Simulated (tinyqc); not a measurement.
# Hexagonal on-chip spiral inductor, lumped pi model: two studies

Outer diameter do = di + 2 n wd + 2 (n - 1) sp, mean da = (do + di)/2, fill p = (do - di)/(do + di), length l = 3.464 n da. L = 2.33 mu0 n^2 da/(1 + 3.82 p), mu0 = 4 pi 1e-7 H/m. Rs = rho l/(wd delta (1 - exp(-th/delta))), delta = sqrt(rho/(pi f mu0)). Cs = n wd^2 eps0 eo/hu across the coil. At each end Cox = l wd eps0 eo/(2 ho) leads to the substrate branch Rsi = 2 rs he/(l wd) in parallel with Csi = l wd eps0 11.7/(2 he). With one end grounded Y = 1/(Rs + i w L) + i w Cs + 1/[1/(i w Cox) + 1/(1/Rsi + i w Csi)], w = 2 pi f; Q = -Im Y/Re Y. Eddy currents in neighbouring turns and in the substrate are left out.

Values chosen for this exercise; values of the order met in silicon radio-frequency processes: number of turns n = 2.5; line width wd = 4 um; space between turns sp = 1.5 um; inner diameter di = 40 um; metal thickness th = 3.4 um; metal resistivity rho = 1.9 uohm cm; oxide below the coil ho = 5.9 um; oxide between coil and underpass hu = 0.7 um; relative permittivity of the oxide eo = 3; substrate resistivity rs = 10 ohm cm; effective spreading depth in the substrate he = 30 um; frequency f = 8 GHz.

Constants: eps0 = 8.8541878128e-12 F/m. Results are converted to the units shown.

Each table varies one quantity; the others keep the values above.

## Quality factor against frequency

Apparent inductance Im(1/Y)/w; share of the loss Re(substrate branch)/Re Y.

Quality factor against frequency:
```
f (GHz)	Rs (ohm)	w L/Rs	Q	apparent inductance (nH)	loss in the substrate (%)
2.1	1.588	4.192	4.189	0.5046	0.02569
3.4	1.917	5.623	5.609	0.5049	0.1244
5.5	2.360	7.386	7.328	0.5057	0.5102
9	2.968	9.612	9.385	0.5075	1.699
15	3.804	12.50	11.73	0.5124	4.602
24	4.802	15.84	13.72	0.5246	9.787
39	6.119	20.20	14.69	0.5603	19.03
64	7.838	25.88	12.57	0.6881	33.44
100	9.797	32.35	5.582	1.427	49.68
```

Read the table: what changes, and by how much?

Q goes from 4.19 through a maximum of 14.7 (at f = 39 GHz among the rows listed) to 5.58; the exact peak is 14.7 at 38.2 GHz and Q reaches zero at the self-resonance, 123 GHz. The share of the substrate rises from 0.0257 to 49.7 %, and the apparent inductance ends at 2.83 times L. At the peak the substrate takes 18.5 % of the loss. For f = 64, 100 the coil is longer than 0.15 of a wavelength in the oxide, where one lumped section is rough.

## Effect of the oxide below the coil

Same model as above.

Peak Q and its frequency from a search over f; self-resonance where Im Y = 0; Q at the given f (negative beyond resonance).

The same in every row: L (nH) = 0.5044; do (um) = 64.50.

Effect of the oxide below the coil:
```
ho (um)	peak Q	f of the peak (GHz)	self-resonance (GHz)	Q at f
1	11.75	26.49	108.2	8.529
2	12.46	29.18	111.9	8.645
3	13.11	31.71	115.3	8.732
5	14.25	36.31	121.1	8.839
7	15.20	40.33	126.0	8.896
10	16.36	45.41	132.0	8.941
15	17.77	51.89	139.5	8.974
```

As ho goes from 1 to 15, L stays at 0.504 nH, the peak Q rises from 11.7 to 17.8, its frequency rises from 26.5 to 51.9 GHz and the self-resonance rises from 108 to 139 GHz.

tinyqc, about 0.01 s, one thread, Intel Xeon 2.30GHz (shared host): `OMP_NUM_THREADS=1 python tinyqc.py 2302008 2302009 out.jsonl`
